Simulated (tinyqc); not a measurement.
Ion implantation: universal nuclear stopping, Lindhard-Scharff electronic stopping and a Gaussian range profile: one step, computed by the program tinyqc. Command: `OMP_NUM_THREADS=1 python tinyqc.py 3022257 3022258 out.jsonl implant walk`. One thread of a shared host (Intel(R) Xeon(R) Processor @ 2.30GHz), about 0.08 s of CPU time with the checks.

An ion slows by elastic collisions with screened nuclei and by friction with electrons; channelling is ignored and the target is uniform.

Question. Range and straggle. Reduced energy eps = 32.53 M2 E/(Z1 Z2 (M1 + M2)(Z1^0.23 + Z2^0.23)), E in keV; s_n = ln(1 + 1.1383 eps)/(2 (eps + 0.01321 eps^0.21226 + 0.19593 eps^0.5)) for eps up to 30 and ln(eps)/(2 eps) above; S_n = 8.462 Z1 Z2 M1 s_n/((M1 + M2)(Z1^0.23 + Z2^0.23)) in 1e-15 eV cm^2. S_e = k 3.83 Z1^(7/6) Z2/(Z1^(2/3) + Z2^(2/3))^(3/2) sqrt(E/M1) in 1e-15 eV cm^2, E in keV. Path length R = int_0^E dE'/(N (S_n + S_e)); energy lost to nuclei nu = int_0^E S_n/(S_n + S_e) dE' (both with E' = E y^3 and 64 Gauss-Legendre points in y). Estimates of Lindhard type: R_p = R/(1 + M2/(3 M1)), straggle dR_p = (2/3) R_p sqrt(M1 M2)/(M1 + M2).

Inputs (values chosen for the exercise, modelled on nitrogen ions in silicon):

| quantity | value | unit |
|---|---|---|
| ion atomic number Z1 | 7 | - |
| ion mass M1 | 14 | u |
| target atomic number Z2 | 14 | - |
| target mass M2 | 28.09 | u |
| target density N | 49.94 | 1/nm^3 |
| ion energy E | 99 | keV |
| scale factor of electronic stopping k | 1.4 | - |

Give: path length R; projected range R_p; straggle dR_p; energy lost to nuclei nu.

Answer.

path length R = 331.1 nm

projected range R_p = 198.4 nm

straggle dR_p = 62.31 nm

energy lost to nuclei nu = 31.99 keV

32 % of the energy goes to nuclei over the whole path. Caution: the estimates of R_p and dR_p assume mainly nuclear stopping and an ion not much lighter than the target; here they are rough, and for light ions in heavy targets the straggle can be low by a factor of two or more.
